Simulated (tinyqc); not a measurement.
Energy conservation against the time step: molecular dynamics of a small cluster by velocity Verlet steps. Computed by tinyqc, a small Python program. Command: `OMP_NUM_THREADS=1 python tinyqc.py 3003541 3003542 out.jsonl verlet walk`. One thread of a shared host (Intel(R) Xeon(R) Processor @ 2.30GHz), about 0.1 s of CPU time with the checks.

E = sum_(i<j) phi(r_ij), phi(r) = eps [exp(-2 alpha (r - r0)) - 2 exp(-alpha (r - r0))]; the force on i is -sum_j phi'(r_ij) (R_i - R_j)/r_ij.

Inputs (values chosen for the exercise, for model atoms):
```
quantity,value,unit
length r0,2.37,angstrom
well depth eps,0.33,eV
stiffness alpha,2.23,1/angstrom
atomic mass M,23.3,u
time step dt,2.3,fs
steps,200,-
```

Potential: Morse.

starting positions (angstrom):
```
,x,y,z
atom 1,-0.01,0.02,0.03
atom 2,2.36,-0.08,-0.04
atom 3,1.16,2.05,-0.03
atom 4,1.18,0.67,1.93
atom 5,1.17,0.61,-1.97
```

starting velocities (angstrom/fs):
```
,x,y,z
atom 1,0.00607,-0.0013,-0.00379
atom 2,-0.00181,0.00811,0.00024
atom 3,0.00177,-0.00799,-0.00118
atom 4,-0.00772,7e-05,0.00055
atom 5,0.00169,0.00111,0.00418
```

Constants: 1 eV/(angstrom u) = 9.648533212e-03 angstrom/fs^2; k_B = 8.617333262e-05 eV/K.

Method:
- Relax the cluster, diagonalise the Hessian (central differences): omega_max = sqrt(c lambda_max/M). Verlet steps are stable for omega_max dt < 2.
- Velocity Verlet: a = c F/M with c = 9.648533212e-3 angstrom/fs^2 per eV/(angstrom u); R(new) = R + v dt + a dt^2/2; v(new) = v + (a + a(new)) dt/2. Kinetic energy K = M v^2/(2c); temperature T = 2K/((3N - 3) k_B), rotation of the cluster included.
- Runs without thermostat over the same span of time, steps x dt; spread = largest minus smallest value. For contrast, the energy gained over the first 30 dt (dt of the inputs) by explicit Euler steps: R(new) = R + v dt, v(new) = v + a dt.

omega_max dt = 0.175022

Energy error (eV):
```
dt (fs),omega_max dt,"Verlet, spread of U + K","Euler, gain in U + K"
0.2875,0.02188,2.4552e-05,0.0246
0.5750,0.04376,9.8257e-05,0.0519
1.1500,0.08751,3.9292e-04,0.1153
2.3000,0.17502,1.5841e-03,0.2851
4.6000,0.35004,5.8995e-03,0.8699
6.9000,0.52507,1.5572e-02,2.0255
```

What does the comparison show, and why?

The Verlet error grows as dt^2.00 between the first rows, the second order of the method. Euler steps gain energy steadily: over that short span the gain in the first row is already 1000 times the Verlet spread of the whole run, and it grows as dt^1.08, tending to the first order of that method as dt shrinks. Caution: where the Euler gain approaches or exceeds the binding energy the cluster has blown apart.

Extremes, crossings and ranges named in words are read from the listed rows.
